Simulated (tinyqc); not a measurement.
Keating valence-force model of a tetrahedral crystal: one step, computed by the program tinyqc.

Atom A sits at 0 and atom B at a/4 (1,1,1) of an fcc lattice; the four bonds from A are t = a/4 (1,1,1), a/4 (1,-1,-1), a/4 (-1,1,-1), a/4 (-1,-1,1), of length d = sqrt(3) a/4. Energy: E = (3 alpha/(8 d^2)) sum over bonds (r.r - d^2)^2 + (3 beta/(8 d^2)) sum over pairs of bonds at one atom (r_i.r_j + d^2/3)^2; both atoms have the mass M. The cell holds two atoms, Omega = a^3/4. 1 N/m = 1 J/m^2. With constants fitted to the elastic moduli this model puts optical and zone-boundary frequencies of real crystals too high, by up to about 20 % in elemental crystals and up to about 50 % in compounds, and mostly by more for TA modes; in compounds the lattice part of the static dielectric constant then comes out too low.

Problem. Dynamical matrix at q. With displacements u exp(i q.r), each bracket changes by g.u, where g = (g_A, g_B): bond t, g = (-2 t, 2 t exp(i q.t)); pair (i, j) at A, g = (-(t_i + t_j), t_i exp(i q.t_j) + t_j exp(i q.t_i)); pair at B, g = (-t_i exp(-i q.t_j) - t_j exp(-i q.t_i), t_i + t_j). Then D_mn = sum over the 4 bonds and 12 pairs of (4 k/a^2) conj(g_m) g_n / sqrt(M_m M_n), with k = alpha or beta converted to eV/angstrom^2.

Inputs (values chosen for the exercise, modelled on silicon): atomic mass M = 28.086 u; bond stretching alpha = 49.2 N/m; bond bending beta = 13 N/m.

Structure: diamond.

wave vector q (2 pi/a): 0.63  0.33  0

Constants: 1 eV/angstrom^2 = 16.02176634 J/m^2.

Give: D(q).

Solution.

D(q) (eV/(angstrom^2 u)):
```
                A x             A y             A z             B x
A x          0.6138          0.0228  0.0000+0.0347i         -0.2637
A y          0.0228          0.5615  0.0000+0.0130i          0.1333
A z  0.0000-0.0347i  0.0000-0.0130i          0.5727  0.0000-0.0875i
B x         -0.2637          0.1333  0.0000+0.0875i          0.6138
B y          0.1333         -0.2637  0.0000+0.2336i          0.0228
B z  0.0000+0.0875i  0.0000+0.2336i         -0.2637  0.0000+0.0347i

                B y             B z
A x          0.1333  0.0000-0.0875i
A y         -0.2637  0.0000-0.2336i
A z  0.0000-0.2336i         -0.2637
B x          0.0228  0.0000-0.0347i
B y          0.5615  0.0000-0.0130i
B z  0.0000+0.0130i          0.5727
```
